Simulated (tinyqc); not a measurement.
Electron-beam lithography: double-Gaussian proximity function, edge placement and dose correction for parallel lines: one step, computed by the program tinyqc.

Lines are infinitely long. Absorbed energy is counted so that the middle of a very large area written at dose 1 receives 1; the resist develops where it exceeds 1/2.

Task: Dose to size and latitude. A test line of width w << beta in surroundings of density rho, all at dose d: near its edge E(x) = d [S + eta rho]/(1 + eta), S = [erf((b - x)/alpha) - erf((a - x)/alpha)]/2 for edges a and b, the second term being the background energy. Dose to size d_s = (1 + eta)/(erf(w/alpha) + 2 eta rho), dose = d_s D0; edge slope d [1 - exp(-w^2/alpha^2)]/(sqrt(pi) alpha (1 + eta)); width change per 1 % of dose = 2 x 0.01 x (1/2)/slope.

Inputs (values chosen for the exercise, of the order of those for 10 keV electrons in resist on silicon):

| quantity | value | unit |
|---|---|---|
| forward range alpha | 0.019 | micrometre |
| backscatter ratio eta | 0.64 | - |
| base dose D0 | 390 | microcoulomb/cm^2 |
| width of the test line | 0.25 | micrometre |
| pattern density around the test line | 0.2 | - |

Give: dose to size d_s; dose; edge slope; width change per 1 % of dose; background energy.

Result:

dose to size d_s = 1.306

dose = 509.2 microcoulomb/cm^2

edge slope = 0.02364 1/nm

width change per 1 % of dose = 0.4230 nm

background energy = 0.1019

The background supplies 20 % of the threshold.
